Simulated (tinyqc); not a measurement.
Tight binding, honeycomb lattice, step by step. One step of it, computed by the program tinyqc.

Problem. Levels at k. Diagonalise the Hermitian matrix.

H(k) at k (eV):
```
                     A                    B
A             1.713233  -0.967130-0.750465i
B  -0.967130+0.750465i            -1.711613
```

Give: eigenvalues; weights |c|^2 of the basis functions.

Solution.

eigenvalues (eV): -2.1042  2.1058

weights |c|^2 of the basis functions:
```
   band 1  band 2
A  0.0932  0.9068
B  0.9068  0.0932
```
